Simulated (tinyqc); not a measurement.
Length of a polyene: Hueckel, PPP and singles CI along the polyenes. Computed by the program tinyqc. 

All-trans chains of carbon centres 1.40 angstrom apart:
```
parameter                               value
beta (eV), times 1 +/- alternation  -2.240000
alternation                          0.050000
W (eV)                              11.160000
gamma_rr (eV)                       10.250000
repulsion formula                        Ohno
```

Hueckel uses the same beta without repulsion; CIS keeps all single excitations and so misses the low, doubly excited 2Ag state. W is the valence ionisation energy of a centre, MN the Mataga-Nishimoto formula, f the oscillator strength.

Gaps and excitations (eV):
```
centres  Hueckel gap  PPP orbital gap  bright singlet (CIS)       f  lowest triplet (CIS)
2             4.7040          11.9644                6.1988  0.5315                3.2092
4             3.0349           9.5178                4.8656  1.0029                2.2368
6             2.2743           8.2749                4.0742  1.4090                1.7730
8             1.8440           7.5332                3.5606  1.7680                1.5220
10            1.5683           7.0484                3.2053  2.0898                1.3719
12            1.3771           6.7122                2.9488  2.3852                1.2758
14            1.2370           6.4690                2.7577  2.6625                1.2108
```

The Hueckel gap tends to 4 x alternation x |beta| = 0.45 eV for long chains. Exchange opens the PPP orbital gap, and the attraction of electron and hole brings the bright state 3.71 eV below it at 14 centres; the triplet lies 1.55 eV lower still.
